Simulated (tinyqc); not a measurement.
## Barrier height from two thicknesses

Question. Through a thick flat barrier T = c exp(-2 kappa t) with a prefactor c that does not depend on t, and kappa = sqrt(m1 phi1/C), C = hbar^2/(2 m0). Find kappa, the decades lost for each nanometre, c and phi1.

Inputs (values chosen for the exercise):
- m1 = 0.26 m0 (tunnelling mass of layer 1)

Constants: q = 1.602176634e-19 C, hbar = 1.054571817e-34 J s, m0 = 9.1093837015e-31 kg, hbar^2/(2 m0) = 0.0380998212 eV nm^2. Results are converted to the units shown.

T at t = 1 and 2.5 nm: [0.0066966782, 6.7236645e-7]

Solution. The ratio of the two values removes c: kappa = ln(T_a/T_b)/(2 (t_b - t_a)).

kappa = 3.07 1/nm
decades a nanometre = 2.67
c = 3.10
phi1 = 1.38 eV

Program tinyqc, `OMP_NUM_THREADS=1 python tinyqc.py 2540118 2540119 out.jsonl`; Intel Xeon 2.30GHz, shared host, one thread, about 0.06 s.
